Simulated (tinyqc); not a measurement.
Inside a calculation. Method: coherent transport through a tight-binding region between two chains. Computed by tinyqc, a small Python program that keeps every step. Settings: temperature = 4, mu = -0.22. Command: `OMP_NUM_THREADS=1 python tinyqc.py 31401 31402 out.jsonl` (the two numbers bound the seeds that draw the settings). One thread of a shared host (Intel(R) Xeon(R) Processor @ 2.60GHz), about 0.1 s of CPU time with the checks.

## Transmission at E = 0.91 eV

H of the central region (eV):
```
          1         2         3         4
1   0.00000  -2.00000   0.00000  -2.00000
2  -2.00000   0.00000  -2.00000   0.00000
3   0.00000  -2.00000   0.00000  -2.00000
4  -2.00000   0.00000  -2.00000   0.00000
```

Leads: semi-infinite chains with site energy 0:
```
parameter                           value
lead hopping t (eV)              2.980000
coupling to the left lead (eV)   1.010000
coupling to the right lead (eV)  0.520000
left contact site                       1
right contact site                      2
```

E = 0.91000 eV

Surface Green function g = (E - i sqrt(4 t^2 - E^2)) / (2 t^2); self-energy tc^2 g on each contact site; G = (E - H - Sigma)^(-1); Gamma = -2 Im Sigma; T = Gamma_L Gamma_R |G_LR|^2; local density of states -Im G_ii / pi.

g = 0.05124-0.33164i 1/eV

G (1/eV):
```
                   1                  2                  3                  4
1   0.51668-0.09498i   0.13069-0.03000i  -0.57659+0.10256i   0.13166-0.01666i
2   0.13069-0.03000i   0.52135-0.03054i   0.13434+0.02031i  -0.58248+0.02130i
3  -0.57659+0.10256i   0.13434+0.02031i   0.51730-0.11768i   0.13029+0.03324i
4   0.13166-0.01666i  -0.58248+0.02130i   0.13029+0.03324i   0.52319-0.03642i
```

local density of states (1/eV): 0.03023  0.00972  0.03746  0.01159

transmission = 0.00218

## Transmission across the band

The same steps on a grid of energies.

T(E):
```
E (eV)            T
-5.6620000  0.00024
-5.0958000  0.00176
-4.5296000  0.01542
-3.9634000  0.25269
-3.3972000  0.01496
-2.8310000  0.00602
-2.2648000  0.00373
-1.6986000  0.00279
-1.1324000  0.00231
-0.5662000  0.00196
0                 0
0.5662000   0.00196
1.1324000   0.00231
1.6986000   0.00279
2.2648000   0.00373
2.8310000   0.00602
3.3972000   0.01496
3.9634000   0.25269
4.5296000   0.01542
5.0958000   0.00176
5.6620000   0.00024
```

levels of the isolated region (eV): -4.00000  0.00000  0.00000  4.00000

## Current

I = (2e/h) int T(E) [f(E - mu - V/2) - f(E - mu + V/2)] dE at 4 K with mu = -0.22 eV, the bias not changing H; 2e^2/h = 77.48092 microsiemens; the integral runs over the band on 4001 points.

Current:
```
V (volt)  I (microampere)
0.01000           0.00090
0.05000           0.00479
0.10000           0.00937
0.20000           0.01828
0.40000           0.03325
0.80000           0.06841
```
